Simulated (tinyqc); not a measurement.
A ladder of methods, and size consistency: correlation methods against full CI in the sto-3g basis, for H2, spin multiplicity 1. Computed by the program tinyqc with PySCF. All electrons correlated; +Q is the Davidson correction (1 - c0^2) E_corr. The last columns treat two copies 100 angstrom apart as one system. FCI is the lowest singlet.

Geometry (angstrom):

| atom | x | y | z |
|---|---|---|---|
| H | 0.0000 | 0.0000 | 0.0000 |
| H | 0.0000 | 0.0000 | 0.9570 |

RHF energy of one = -1.077810 hartree

Correlation energies (hartree):

| method | E_corr of one | share of FCI (%) | E_corr of two at 100 angstrom | two minus twice one (mhartree) |
|---|---|---|---|---|
| MP2 | -0.019122 | 59.4743 | -0.038245 | 0.0000 |
| CISD | -0.032152 | 100.0000 | -0.062672 | 1.6326 |
| CISD+Q | -0.033011 | 102.6710 | -0.065778 | 0.2447 |
| CCSD | -0.032152 | 100.0000 | -0.064305 | 0.0000 |
| CCSD(T) | -0.032152 | 100.0000 | -0.064305 | 0.0000 |
| FCI | -0.032152 | 100.0000 | - | - |

What does the comparison show, and why?

MP2 recovers 59 %, CISD 100.0 % and CCSD 100.0 % of the FCI value (c0^2 = 0.973 in CISD). MP2 and coupled cluster are size consistent, so their last column vanishes; CISD loses 1.63 mhartree, since a double excitation on each copy is a quadruple of the pair, and the Davidson correction leaves +0.24. With two electrons, or one virtual orbital, CISD and CCSD are exact for one copy, so +Q overshoots there.
